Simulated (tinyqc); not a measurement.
# Ballistic Schottky-barrier transistor with a one-dimensional channel, WKB contacts: effects of single changes

Source Fermi level 0, drain Fermi level -Vd. Far from the contacts Ec = pn - psi, and the gate moves psi one to one; the band edges relax as exp(-x/lam) from pn at the source and pn - Vd at the drain; Ev = Ec - Eg. A carrier of energy w inside the channel band meets at a contact a barrier of height D (the contact edge beyond the channel edge): T = 1 for w >= D, else exp(-S), S = 4 lam sqrt(m/C) [sqrt(D - w) - sqrt(w) arctan sqrt((D - w)/w)], C = hbar^2/(2 m0). The two contacts combine as Ts Td/(Ts + Td - Ts Td).

Inputs (values chosen for the exercise); channel values close to those of a carbon nanotube:
```
symbol,value,unit,meaning
T,300,K,temperature
Eg,0.873,eV,band gap
pn,0.49,eV,barrier for electrons at both contacts
mn,0.059,m0,electron mass
mp,0.059,m0,hole mass
g,2,,valleys or subbands
lam,2.8,nm,screening length at the contacts
Vd,0.5,V,drain bias
```

Constants: q = 1.602176634e-19 C, kB = 1.380649e-23 J/K, hbar = 1.054571817e-34 J s, h = 6.62607015e-34 J s, m0 = 9.1093837015e-31 kg, Vt = kB T/q, hbar^2/(2 m0) = 0.0380998212 eV nm^2. Results are converted to the units shown.

Each table varies one quantity; the others keep the values above.

## Ambipolar transfer curve

I = g (2 q^2/h) int T(w) [f(Es + w) - f(Ed + w)] dw, f(y) = 1/(1 + exp(y/Vt)). Electrons: Ds = psi, Dd = psi - Vd, Es = Ec, Ed = Ec + Vd. Holes: Ds = -psi, Dd = Vd - psi, Es = -Ev, Ed = -Ev - Vd. The size of each current is taken; both flow from drain to source and add. The integrals are converged. Swing = d(psi)/d(log10 I).

Result of one run:
```
ps (V)  electrons (uA)  holes (uA)   I (uA)  swing (mV/decade)
0.12          4.538e-7     0.02712  0.02712             -91.38
```

What becomes of these results when the band shift psi of the channel by the gate ps is changed from 0.12 to 0.04 V, all else the same?

Result of the changed run:
```
ps (V)  electrons (uA)  holes (uA)  I (uA)  swing (mV/decade)
0.04          6.704e-8      0.1485  0.1485             -134.5
```

The whole series:
```
ps (V)  electrons (uA)  holes (uA)    I (uA)  swing (mV/decade)
-0.31        1.456e-13       2.895     2.895             -536.5
-0.22        4.734e-12       1.865     1.865             -413.2
-0.13        1.539e-10       1.038     1.038             -302.0
-0.05         3.397e-9      0.5038    0.5038             -214.9
0.04          6.704e-8      0.1485    0.1485             -134.5
0.12          4.538e-7     0.02712   0.02712             -91.38
0.21          4.463e-6    0.002403  0.002407             -84.45
0.3           5.069e-5    2.155e-4  2.661e-4             -145.3
0.38          4.813e-4    2.847e-5  5.098e-4              90.05
0.47          0.006209    3.307e-6  0.006212              83.98
0.55           0.04272    2.131e-7   0.04272              114.8
0.64            0.1810    6.557e-9    0.1810              181.0
```

I goes from 2.89 through a minimum of 2.66e-4 (at ps = 0.3 V among the rows listed) to 0.181 uA; the exact minimum lies at psi = 0.325 V. Holes carry the left branch and electrons the right. The ratio of the last row to the smallest is 680 and of the first row 10900, with barriers of 0.49 eV for electrons and 0.383 eV for holes. The steepest swing among the rows is 84.0 mV/decade, against the thermionic limit 59.5.

## Effect of the drain bias on the off state

Same model as above.

For each Vd, psi is set to the minimum of I.

Effect of the drain bias on the off state:
```
Vd (V)  psi at the minimum (V)  smallest I (uA)
0.05                     0.106          4.02e-7
0.17                     0.175          3.01e-6
0.3                      0.230          1.61e-5
0.42                     0.287          7.46e-5
0.54                     0.345          3.67e-4
0.66                     0.403          0.00191
0.79                     0.468           0.0117
```

Read the table: what changes, and by how much?

The smallest current rises from 4.02e-7 to 0.0117 uA, 6.04 decades a volt between the last two rows, and the minimum moves by 0.49 V a volt over the table: a larger Vd lets holes enter from the drain while electrons still enter from the source.

Range of the model: No scattering, image-force lowering, channel charge or band-to-band tunnelling; parabolic kappa overstates S deep in the gap.

tinyqc, about 0.07 s, one thread, Intel Xeon 2.30GHz (shared host): `OMP_NUM_THREADS=1 python tinyqc.py 2390001 2390002 out.jsonl`
